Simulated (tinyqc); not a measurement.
Absorption edge of a degenerate semiconductor, band filling against gap narrowing: one step of the calculation.

n-type, parabolic bands, full ionisation. eta = (EF - Ec)/kB T solves N = Nc F12(eta), F12(x) = (2/sqrt(pi)) int_0^infinity sqrt(u)/(1 + exp(u - x)) du. The gap shrinks rigidly by dEg = a3 y^(1/3) + a4 y^(1/4) + a2 y^(1/2), y = N/1e18 cm^-3, an empirical law that is here taken as the true narrowing.

Problem. Fermi level. Newton step on ln F12(eta) = ln(N/Nc): eta(new) = eta - ln(Nc F12/N) F12/Fm, Fm(x) = dF12/dx = (1/sqrt(pi)) int_0^infinity u^(-1/2)/(1 + exp(u - x)) du.

Parameters, values chosen for the exercise:
- Nc = 1.6e17 cm^-3 (conduction-band density of states at 250 K, from me)
- N = 2.4e17 cm^-3 (ionised donor density)

eta at the start (Boltzmann value) = 0.4055

Wanted: F12; Fm; eta after iteration 1.

Solution.

F12 = 1.0429
Fm = 0.76772
eta after iteration 1 = 0.89924

Range of the model: Band tails, non-parabolic bands and incomplete ionisation are left out.

Numbers from tinyqc (`OMP_NUM_THREADS=1 python tinyqc.py 2330160 2330161 out.jsonl`; about 0.01 s on one thread of a shared Intel Xeon 2.30GHz).
